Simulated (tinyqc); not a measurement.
# Inputs raised by 10 %, one at a time

Model: grain growth, pinning, strength and diffusional creep of a polycrystal or thin film. Computed by tinyqc, a small Python program. Command: `OMP_NUM_THREADS=1 python tinyqc.py 3018012 3018013 out.jsonl grain sens`. One thread of a shared host (Intel(R) Xeon(R) Processor @ 2.30GHz), about 0.01 s of CPU time with the checks.

One mean grain size d describes the structure.

Inputs (values chosen for the exercise, modelled on aluminium): shear modulus G = 26.5 GPa; Burgers vector b = 2.863 angstrom; atomic volume Omega = 16.59 angstrom^3; boundary energy gamma = 0.33 J/m^2; mobility prefactor M0 = 0.00021 m^4/(J s); activation energy of boundary motion Q_m = 1 eV; anneal temperature T = 428 K; anneal time t = 370 s; initial grain size d0 = 130 nm; particle volume fraction f = 0.015; particle radius r = 11 nm; friction stress sigma_0 = 15 MPa; Hall-Petch slope k_y = 0.053 MPa m^0.5; lattice diffusion energy Q_l = 1.38 eV; boundary diffusion energy Q_b = 0.868 eV; lattice prefactor D0 = 7.3e-05 m^2/s; boundary prefactor delta D0b = 2.1e-15 m^3/s; applied stress sigma = 62 MPa; service temperature T_c = 358 K.

Sample: bulk.

Constants: k_B = 8.617333262e-05 eV/K; k_B = 1.380649e-23 J/K.

Method:
- M = M0 exp(-Q_m/(k_B T)). The driving pressure is 2 gamma/d. Zener pinning pressure 3 f gamma/(2 r) stops growth at d_Z = 4 r/(3 f). The limit is d_lim = d_Z.
- dd/dt = 2 M gamma (1/d - 1/d_lim) integrates to 2 M gamma t = d_lim (d0 - d) + d_lim^2 ln[(d_lim - d0)/(d_lim - d)]; without pinning d^2 = d0^2 + 4 M gamma t.
- Hall-Petch term k_y/sqrt(d). Orowan term 3.06 x 0.4 G b ln(2 rbar/b)/(pi lambda sqrt(1 - nu)) with nu = 1/3, rbar = sqrt(2/3) r, lambda = rbar (sqrt(pi/f) - 2). The terms are added to sigma_0.
- Nabarro-Herring rate = 14 sigma Omega D_l/(k_B T d^2), D_l = D0 exp(-Q_l/(k_B T)); Coble rate = 14 pi sigma Omega delta D_b/(k_B T d^3), delta D_b = delta D0b exp(-Q_b/(k_B T)); they are equal at d_x = pi delta D_b/D_l.

Runs:
```
input moved                        from      to  limit d_lim (nm)  Coble rate (1/s)  time to 1 % strain (s)  Orowan term (MPa)
base run                              -       -            977.78        2.2131e-07                   45174             133.77
shear modulus G (GPa)              26.5   29.15            977.78        2.2131e-07                   45174             147.15
boundary energy gamma (J/m^2)      0.33   0.363            977.78        1.9856e-07                   50348             133.77
anneal time t (s)                   370     407            977.78        1.9856e-07                   50348             133.77
initial grain size d0 (nm)          130     143            977.78        2.1543e-07                   46408             133.77
Hall-Petch slope k_y (MPa m^0.5)  0.053  0.0583            977.78        2.2131e-07                   45174             133.77
service temperature T_c (K)         358   393.8            977.78        2.5969e-06                    3846             133.77
applied stress sigma (MPa)           62    68.2            977.78        2.4344e-07                   41067             133.77
```

Exponents ln(y'/y) / ln(x'/x):
```
input                    limit d_lim  Coble rate  time to 1 % strain  Orowan term
shear modulus G                    0       0.000               0.000            1
boundary energy gamma              0      -1.138               1.138            0
anneal time t                      0      -1.138               1.138            0
initial grain size d0              0      -0.283               0.283            0
Hall-Petch slope k_y               0       0.000               0.000            0
service temperature T_c            0      25.837             -25.846            0
applied stress sigma               0       1.000              -1.000            0
```

Among the inputs moved here: limit d_lim hardly depends on these (all exponents below 0.005). Coble rate answers most in size to service temperature T_c (exponent +25.837), next to boundary energy gamma (-1.138); its exponent is below 0.0005 for shear modulus G, Hall-Petch slope k_y. Time to 1 % strain answers most in size to service temperature T_c (exponent -25.846), next to boundary energy gamma (+1.138); its exponent is below 0.0005 for shear modulus G, Hall-Petch slope k_y. Its exponent -1.000 in applied stress sigma: diffusional creep is linear in stress. Orowan term answers most in size to shear modulus G (exponent +1.000); its exponent is below 0.0005 for boundary energy gamma, anneal time t, initial grain size d0, Hall-Petch slope k_y, service temperature T_c, applied stress sigma. Its exponent +1.000 in shear modulus G: line tension.

Caution (all rows): sigma Omega is not small against k_B T, as the linear creep laws assume.
